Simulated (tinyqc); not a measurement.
Force balance against energy balance: elastic strain and critical thickness of a cubic alloy layer A(1-x)B(x) on a thick substrate. Computed by tinyqc, a small Python program. Command: `OMP_NUM_THREADS=1 python tinyqc.py 3024617 3024618 out.jsonl misfit walk`. One thread of a shared host (Intel(R) Xeon(R) Processor @ 2.30GHz), about 0.01 s of CPU time with the checks.

Strain is positive in tension. The layer is coherent with the substrate unless said otherwise.

Inputs (values chosen for the exercise, modelled on In(1-x)Ga(x)P on GaAs): fraction x of B = 0.43; lattice constant a_A = 5.869 angstrom; lattice constant a_B = 5.451 angstrom; substrate lattice constant a_S = 5.653 angstrom.

Growth plane: (001). Layer: uncapped. Misfit dislocation: 60-degree.

C11, C12, C44 of A (GPa): [102.6, 57.21, 46.3]

C11, C12, C44 of B (GPa): [142.4, 61.03, 69.8]

Method:
- a = (1 - x) a_A + x a_B, the same rule for each C_ij; misfit f = (a_S - a)/a, the in-plane strain of the coherent layer.
- Voigt averages: G = (C11 - C12 + 3 C44)/5, B = (C11 + 2 C12)/3, nu = (3 B - 2 G)/(2 (3 B + G)); b = a/sqrt(2). The 60-degree dislocation has cos alpha = 1/2, and cos lambda = 1/2 on (001).
- Matthews-Blakeslee: h_c = A [ln(h_c/b) + 1], A = b (1 - nu cos^2 alpha)/(8 pi |f| (1 + nu) cos lambda), the factor 8 pi being that of an uncapped layer.
- People-Bean: h_c = P ln(h_c/b), P = (1 - nu)/(1 + nu) b^2/(16 pi sqrt(2) a f^2). The misfit is scaled by 0.25, 0.4, 0.6, 1, 1.5, 2.2 at fixed a, b and nu; the upper root is taken, and rows with A < 1.3 b or P < 3 b, where the roots shrink to the core size or vanish, are left out.

misfit f = -0.00637341

prefactor A = 3.74132 nm

Poisson ratio nu = 0.256477

Burgers vector b = 0.402291 nm

free lattice constant a = 5.68926 angstrom

Critical thickness:
```
|f| (%)  Matthews-Blakeslee (nm)  People-Bean (nm)   ratio
0.1593                    97.064            9380.5  96.642
0.2549                    55.424            3281.6  59.208
0.3824                    33.880            1309.7  38.658
0.6373                    17.952             402.8  22.436
0.9560                    10.670             154.1  14.443
1.4022                     6.408              60.4   9.418
```

What follows from these numbers?

The exponents d ln h_c/d ln f are -1.19 and -2.23 between the first rows, steeper than the -1 and -2 of the prefactors because of the logarithm. The ratio falls from 96.6 to 9.42 as the misfit grows. Where People-Bean lies above, a layer between the lines is metastable: dislocations would lower the energy but have to be nucleated.
